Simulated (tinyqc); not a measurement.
From results back to parameters: density of states of one tight-binding band on the simple cubic lattice. Three cases, with inputs chosen for the exercise.

Problem. For E(k) = -2 t (c1 + c2 + c3) - 4 t2 (c1 c2 + c2 c3 + c3 c1), ci = cos(2 pi ki), two differences between symmetry points are known: Gamma = (0, 0, 0), X = (1/2, 0, 0), M = (1/2, 1/2, 0), R = (1/2, 1/2, 1/2).

Find: t; t2; E(R) - E(M).

Method. E(Gamma) = -6t - 12 t2, E(X) = -2t + 4 t2, E(M) = 2t + 4 t2, E(R) = 6t - 12 t2.

Case 1.

E(X) - E(Gamma) = 3.6000 eV
E(M) - E(X) = 2.9600 eV

Solution.

t = 0.740 eV
t2 = 0.040 eV
E(R) - E(M) = 2.320 eV

Case 2.

E(X) - E(Gamma) = 14.1200 eV
E(M) - E(X) = 9.0000 eV

Solution.

t = 2.250 eV
t2 = 0.320 eV
E(R) - E(M) = 3.880 eV

Case 3.

E(X) - E(Gamma) = 3.9600 eV
E(M) - E(X) = 2.6800 eV

Solution.

t = 0.670 eV
t2 = 0.080 eV
E(R) - E(M) = 1.400 eV

Computed by tinyqc, one run a case: `OMP_NUM_THREADS=1 python tinyqc.py N N+1 out.jsonl` with N = 1652168, 1652208, 1652594; one thread of a shared Intel(R) Xeon(R) Processor @ 2.30GHz, about 0.2 s a run at most.
